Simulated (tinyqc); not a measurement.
# Square-lattice Ising model by mean field, Bethe lattice, transfer matrix, exact enumeration and Monte Carlo steps, step by step

A worked calculation. Computed by tinyqc, a small Python program that keeps every step. Command: `OMP_NUM_THREADS=1 python tinyqc.py 3014006 3014007 out.jsonl ising walk`. One thread of a shared host (Intel(R) Xeon(R) Processor @ 2.30GHz), about 0.01 s of CPU time with the checks. Intermediate numbers are printed to about 6 digits and carried at full precision; extremes and crossings named in words are read from the listed rows.

H = -J sum over nearest pairs s_i s_j, s = +-1, no field, periodic boundaries; energies per site are in J. As a lattice gas or an alloy, s marks which species holds the site.

Inputs (values chosen for the exercise, for a model lattice):
```
quantity                                                                 value  unit
coupling J                                                                  18   meV
temperature T                                                              838     K
strip width w                                                                3     -
factor on the grid 1.5, 1.85, 2.1, 2.45, 2.65, 3.1, 3.6, 4.4 of k_B T/J  0.979     -
```

Enumerated cell: 3 x 4. Monte Carlo rule: heat bath.

Constants: k_B = 8.617333262e-05 eV/K.

## Reduced coupling

K = J/(k_B T). Onsager: k_B T_c/J = 2/ln(1 + sqrt 2); mean field: 4; Bethe lattice with z = 4: 2/ln 2.

K = 0.249262

critical temperatures (K): exact 473.990, Bethe 602.704, mean field 835.525

T lies above all three.

## Three theories of the infinite lattice

K = J/(k_B T). Mean field: m = tanh(4 K m), u = -2 m^2. Bethe: cavity field h = 3 artanh(tanh K tanh h), m = tanh(4h/3), u = -2 (tanh K + tanh^2 h)/(1 + tanh K tanh^2 h). Exact: m = [1 - sinh(2K)^(-4)]^(1/8) below T_c; u = -coth(2K) [1 + (2/pi)(2 tanh^2(2K) - 1) K1(k)], k = 2 sinh(2K)/cosh^2(2K), K1 the complete elliptic integral of the first kind. The largest root is taken.

m, mean field = 0

u, mean field = 0

cavity field h = 0

m, Bethe = 0

u, Bethe = -0.488449

m, exact = 0

u, exact = -0.555252

Against the exact energy mean field misses by +0.555 J and Bethe by +0.067 J. Mean field has no short-range order, so its energy is zero above its T_c.

## Transfer matrix

Strip of w sites, periodic across (for w = 2 the pair is joined by two bonds): T(s, s') = exp(K [sum_i s_i s'_i + (r(s) + r(s'))/2]), r(s) = sum_i s_i s_(i+1).

T, lower triangle (symmetric):
```
         +++      ++-      +-+      +--      -++      -+-      --+      ---
+++  4.46188
++-  1.64629  1.64629
+-+  1.64629  0.60743  1.64629
+--  1.00000  1.00000  1.00000  1.64629
-++  1.64629  0.60743  0.60743  0.36897  1.64629
-+-  1.00000  1.00000  0.36897  0.60743  1.00000  1.64629
--+  1.00000  0.36897  1.00000  0.60743  1.00000  0.60743  1.64629
---  1.00000  1.00000  1.00000  1.64629  1.00000  1.64629  1.64629  4.46188
```

## Free energy and correlation length of the strip

With the eigenvalues l1 > l2: -f/(k_B T) = ln(l1)/w per site; xi = 1/ln(l1/l2) rows.

three largest eigenvalues: 9.93097  3.83656  1.66989

-f/(k_B T) = 0.765219

correlation length xi = 1.05143

xi/w = 0.350; for wide strips at T_c this ratio tends to 4/pi = 1.273, and T lies above T_c, where xi tends to a constant.

## Exact averages on the small cell

States of the 3 x 4 cell:
```
E (J)  |M|  count
-24     12      2
-16     10     24
-12      0      4
-12      6      8
-12      8     48
-8       2     48
-8       4     78
-8       6    120
-8       8     84
-4       0    168
-4       2    264
-4       4    264
-4       6    216
0        0    254
0        2    552
0        4    444
0        6     96
4        0    348
4        2    552
4        4    168
8        0    120
8        2    120
8        4     36
12       0     24
12       2     48
16       0      6
```

Weights count x exp(-K E); N = 12; u = <E>/N, c = K^2 (<E^2> - <E>^2)/N in k_B, Binder U = 1 - <M^4>/(3 <M^2>^2).

ln Z / N = 0.767189

u, cell = -0.681400

heat capacity c, cell = 0.258989

<|m|>, cell = 0.470734

Binder cumulant U = 0.346253

The cell energy lies -0.126 J from the infinite lattice: periodic images add correlation. <|m|> stays finite although the infinite lattice has m = 0.

## The methods across T_c

The grid values of k_B T/J times the given factor are rounded to 3 figures before use.

Order and energy:
```
k_B T/J    T (K)  m mean field   m Bethe   m exact  <|m|> cell   u Bethe   u exact    u cell    U cell
1.47     307.056      0.990944  0.988449  0.988150    0.986632  -1.95730  -1.95678  -1.95455  0.663381
1.81     378.075      0.973273  0.959682  0.955277    0.951248  -1.86145  -1.85486  -1.85003  0.652773
2.06     430.296      0.951521  0.915490  0.888478    0.902534  -1.73047  -1.69835  -1.71806  0.635815
2.40     501.315      0.907332  0.794645  0.000000    0.810762  -1.43456  -1.20397  -1.48488  0.597404
2.59     541.003      0.874012  0.667251  0.000000    0.754553  -1.19153  -1.03541  -1.34760  0.569242
3.03     632.910      0.766586  0.000000  0.000000    0.635510  -0.63710  -0.80547  -1.06502  0.494813
3.52     735.262      0.570591  0.000000  0.000000    0.537320  -0.55337  -0.65521  -0.83648  0.413777
4.31     900.279      0.000000  0.000000  0.000000    0.441279  -0.45589  -0.50913  -0.61202  0.312958
```

At k_B T/J = 1.47 all values of m agree within 0.005. At 2.4 the exact m is 0 while Bethe gives 0.79, mean field 0.91 and the cell 0.81: neglect of fluctuations raises T_c, and a finite cell rounds the transition. U falls from 0.663 (2/3 when ordered) to 0.313 (0 for a large disordered system).

## heat bath steps

start configuration, 5 x 5, rows and columns numbered from 1:
```
   1  2   3  4   5
1  1  1  -1  1  -1
2  1  1   1  1   1
3  1  1   1  1  -1
4  1  1   1  1   1
5  1  1   1  1   1
```

Random draws:
```
step  row  column       u
1       1       2  0.2970
2       2       4  0.2272
3       4       5  0.9470
4       2       1  0.3535
5       2       1  0.4306
6       3       5  0.5463
7       1       5  0.8667
8       2       2  0.2807
9       3       3  0.2771
10      2       4  0.5482
11      1       1  0.0217
12      4       2  0.7931
13      1       3  0.8297
14      3       3  0.2128
```

h is the sum of the four neighbours. Set s = +1 if u < p = 1/(1 + exp(-2 K h)), else -1.

Steps:
```
step  s before  h         p  s after
1            1  2  0.730478        1
2            1  4  0.880176        1
3            1  2  0.730478       -1
4            1  4  0.880176        1
5            1  4  0.880176        1
6           -1  2  0.730478        1
7           -1  4  0.880176        1
8            1  4  0.880176        1
9            1  4  0.880176        1
10           1  4  0.880176        1
11           1  4  0.880176        1
12           1  4  0.880176        1
13          -1  4  0.880176        1
14           1  4  0.880176        1
```

configuration after the steps:
```
   1  2  3  4   5
1  1  1  1  1   1
2  1  1  1  1   1
3  1  1  1  1   1
4  1  1  1  1  -1
5  1  1  1  1   1
```

4 of the 14 steps changed a spin; the sum of spins went from 19 to 23.

Checks made by the program: ln Z of the cell against the trace of a power of the transfer matrix (relative difference below 1e-10).
